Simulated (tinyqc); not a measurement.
# Hexagonal on-chip spiral inductor, lumped pi model, step by step

Program tinyqc, `OMP_NUM_THREADS=1 python tinyqc.py 2302122 2302123 out.jsonl`; Intel Xeon 2.30GHz, shared host, one thread, about 0.01 s. Printed values are rounded.

Outer diameter do = di + 2 n wd + 2 (n - 1) sp, mean da = (do + di)/2, fill p = (do - di)/(do + di), length l = 3.464 n da. L = 2.33 mu0 n^2 da/(1 + 3.82 p), mu0 = 4 pi 1e-7 H/m. Rs = rho l/(wd delta (1 - exp(-th/delta))), delta = sqrt(rho/(pi f mu0)). Cs = n wd^2 eps0 eo/hu across the coil. At each end Cox = l wd eps0 eo/(2 ho) leads to the substrate branch Rsi = 2 rs he/(l wd) in parallel with Csi = l wd eps0 11.7/(2 he). With one end grounded Y = 1/(Rs + i w L) + i w Cs + 1/[1/(i w Cox) + 1/(1/Rsi + i w Csi)], w = 2 pi f; Q = -Im Y/Re Y. Eddy currents in neighbouring turns and in the substrate are left out.

Values chosen for this exercise; values of the order met in silicon radio-frequency processes: number of turns n = 1.5; line width wd = 15 um; space between turns sp = 2 um; inner diameter di = 100 um; metal thickness th = 3.4 um; metal resistivity rho = 3 uohm cm; oxide below the coil ho = 9.7 um; oxide between coil and underpass hu = 0.8 um; relative permittivity of the oxide eo = 3; substrate resistivity rs = 10 ohm cm; effective spreading depth in the substrate he = 80 um; frequency f = 7 GHz.

Constants: eps0 = 8.8541878128e-12 F/m. Results are converted to the units shown.

## Geometry and model elements

do, l, L, delta, Rs, Cs, Cox, Rsi and Csi as defined.

do = 147 um
l = 641.706 um
L = 0.471143 nH
delta = 1.04191 um
Rs = 1.28079 ohm
Cs = 11.2061 fF
Cox = 13.1794 fF
Rsi = 1662.24 ohm
Csi = 6.23221 fF

Rs is 3.39 times the direct-current value in this empirical form, which overstates the skin effect of a flat slab when delta is near th and so stands in for some current crowding.

## Admittance, quality factor and apparent inductance

Series branch 1/(Rs + i w L), substrate branch, total Y, Q = -Im Y/Re Y, apparent inductance Im(1/Y)/w, metal-only value w L/Rs, share of the loss in the substrate Re(substrate branch)/Re Y.

series branch = 2.9714-48.0744i mS
substrate branch = 0.185308+0.316679i mS
Y = 3.1567-47.2648i mS
Q = 14.9728
apparent inductance = 0.478907 nH
w L/Rs = 16.1790
share of the loss in the substrate = 5.87027 %

Q is 92.5 % of the metal-only value.
